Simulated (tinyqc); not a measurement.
# Worked calculation: frequency dispersion of an accumulation capacitance by border traps, distributed model

Numbers from tinyqc (`OMP_NUM_THREADS=1 python tinyqc.py 2202035 2202036 out.jsonl`; about 0.7 s on one thread of a shared Intel Xeon 2.30GHz). Printed values are rounded.

Traps spread evenly through the insulator exchange electrons with the semiconductor by tunnelling, with tau(x) = t0 exp(2 ka x) at depth x from the interface. The admittance per area Y seen at depth x obeys dY/dx = -Y^2/(i w eps0 eox) + q Nb ln(1 + i w tau)/tau, with Y(0) = i w Cs and w = 2 pi f; the gate sees Y(tox) = G + i w C. Working variable y = Y/(i w), in uF/cm^2. Cox = eps0 eox/tox.

Parameters, values chosen for the exercise; permittivity close to that of aluminium oxide:
```
symbol  value         unit                                               meaning
eox       8.8                             relative permittivity of the insulator
tox        11           nm                                   insulator thickness
Cs       0.81      uF/cm^2             semiconductor capacitance in accumulation
Nb       1e20  cm^-3 eV^-1                               density of border traps
ka        3.1         1/nm  decay constant of the wave function in the insulator
t0      2e-10            s              time constant of a trap at the interface
f         100           Hz                                             frequency
xe        3.4           nm               depth down to which the steps are taken
```

Constants: q = 1.602176634e-19 C, eps0 = 8.8541878128e-14 F/cm where lengths are in cm. Results are converted to the units shown.

## Scales and lumped estimate

Cox; trap-free value 1/(1/Cox + 1/Cs); response depth d = ln(1/(w t0))/(2 ka), where w tau = 1; lumped estimate: all traps within d act as C_bt = q Nb d placed at d/2, so C = 1/{1/[1/(1/Cs + d/(2 eps0 eox)) + C_bt] + (tox - d/2)/(eps0 eox)}.

Cox = 0.708335 uF/cm^2
trap-free C = 0.377882 uF/cm^2
d = 2.56285 nm
C_bt = 4.10613 uF/cm^2
lumped C = 0.687413 uF/cm^2

The traps within reach amount to 5.07 Cs and lie in the first 23.3 % of the insulator.

## Midpoint steps through the active depth

In terms of y: dy/dx = -y^2/(eps0 eox) + s(x), s = q Nb ln(1 + z)/z, z = i w tau. 10 midpoint steps of h = xe/10: y_half = y + (h/2) y'(x, y), y(new) = y + h y'(x + h/2, y_half).

```
point  x (nm)  s (uF/(cm^2 nm))       y (uF/cm^2)
0           0  1.60218+0.00000i  0.81000+0.00000i
1        0.34  1.60218+0.00000i  1.30496+0.00000i
2        0.68  1.60218-0.00001i  1.74619+0.00000i
3        1.02  1.60218-0.00006i  2.12466-0.00001i
4        1.36  1.60218-0.00046i  2.43886-0.00006i
5         1.7  1.60216-0.00380i  2.69281-0.00048i
6        2.04  1.60136-0.03130i  2.89370-0.00393i
7        2.38  1.55006-0.24534i  3.04783-0.03201i
8        2.72  0.73165-0.62948i  3.06618-0.19505i
9        3.06  0.11203-0.22651i  2.78356-0.26910i
10        3.4  0.01397-0.04632i  2.49739-0.24189i
```

## Capacitance and conductance at the gate

y at xe = 2.49739-0.24189i uF/cm^2

Beyond xe the traps are ignored, so 1/y(tox) = 1/y(xe) + (tox - xe)/(eps0 eox); C = Re y, G/w = -Im y, loss tangent G/(w C).

y at the gate = 0.728241-0.020393i uF/cm^2
C = 0.728241 uF/cm^2
G/w = 0.0203928 uF/cm^2
loss tangent = 0.0280028

A fine integration over the whole insulator gives C = 0.72982 and G/w = 0.02130 uF/cm^2; the coarse G/w is 4.3 % below that. The fine C is 93 % above the trap-free value, and the lumped estimate is 5.8 % below the fine result.
